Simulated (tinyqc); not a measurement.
## MOS inversion layer, Poisson-Schroedinger loop: mixing schemes compared

Electrons confined at an insulator interface at z = 0, treated as a hard wall; parabolic valleys, Hartree approximation, no image or exchange terms. The depletion charge lies far deeper than the electrons and gives a uniform field q Nd/(eps0 eps_r); the gate balances all charge. Energies are counted from the band edge at the interface.

V0 = q Nd z/(eps0 eps_r) in eV.

Tridiagonal Hamiltonian with psi = 0 one step beyond both ends: H_ii = C (1/m_(i-1/2) + 1/m_(i+1/2))/hz^2 + V0_i + U_i, H_(i,i+1) = -C/(m_(i+1/2) hz^2), C = hbar^2/(2 m0). The lowest 2 level(s) are kept, normalised to hz sum |psi|^2 = 1. The mass is the same on all intervals.

Level k holds N_k = D_k Vt ln(1 + exp((EF - E_k)/Vt)) with D = md1 m0 q/(pi hbar^2) per eV (spin included); EF is fixed by sum N_k = Ns.

n_i = sum_k N_k |psi_k|^2 (converted to cm^-3). Hartree part by Gauss: on the interval before node i the electrons still beyond are S_i = Ns - hz sum_(j<i) n_j, and U_i = U_(i-1) + q S_i hz/(eps0 eps_r) in eV, U_0 = 0 at the interface. Mixing: U(new) = U + a (U(out) - U).

Rounds from U = 0 until the largest |U(out) - U| is below 1e-7 eV (the round that meets it is counted). Anderson mixing of depth m keeps the last m inputs V and residuals F = V(out) - V(in), fits c by least squares to F = dF c over their successive differences dF, dV, and sets V(new) = V + a F - (dV + a dF) c.

Parameters, values chosen for the exercise; masses and permittivity close to those of In0.53Ga0.47As: temperature T = 400 K; relative permittivity eps_r = 14; mass along z of valley set A (1 valley(s)) mz1 = 0.0402 m0; in-plane density-of-states mass of set A md1 = 0.0402 m0; sheet density of electrons Ns = 2.8e12 cm^-2; sheet density of depletion charge Nd = 3.4e11 cm^-2; mesh step hz = 2 nm.

Constants: q = 1.602176634e-19 C, kB = 1.380649e-23 J/K, hbar = 1.054571817e-34 J s, m0 = 9.1093837015e-31 kg, Vt = kB T/q, eps0 = 8.8541878128e-14 F/cm where lengths are in cm, hbar^2/(2 m0) = 0.0380998212 eV nm^2. Results are converted to the units shown.

| node | z (nm) |
|---|---|
| 1 | 2 |
| 2 | 4 |
| 3 | 6 |
| 4 | 8 |
| 5 | 10 |
| 6 | 12 |
| 7 | 14 |
| 8 | 16 |
| 9 | 18 |
| 10 | 20 |
| 11 | 22 |
| 12 | 24 |
| 13 | 26 |
| 14 | 28 |
| 15 | 30 |
| 16 | 32 |

Rounds needed:

| a | depth m | rounds |
|---|---|---|
| 1 | plain | 71 |
| 0.8 | plain | 20 |
| 0.6 | plain | 16 |
| 0.4 | plain | 28 |
| 0.2 | plain | 63 |
| 0.1 | plain | 132 |
| 0.5 | 2 | 13 |
| 0.5 | 4 | 10 |
| 0.5 | 8 | 9 |

What does the comparison show?

Among the plain runs a = 0.6 is fastest, with 16 rounds; larger factors overshoot and smaller ones creep. Anderson mixing needs 9 to 13 rounds.

tinyqc, about 0.6 s, one thread, Intel Xeon 2.30GHz (shared host): `OMP_NUM_THREADS=1 python tinyqc.py 2160139 2160140 out.jsonl`
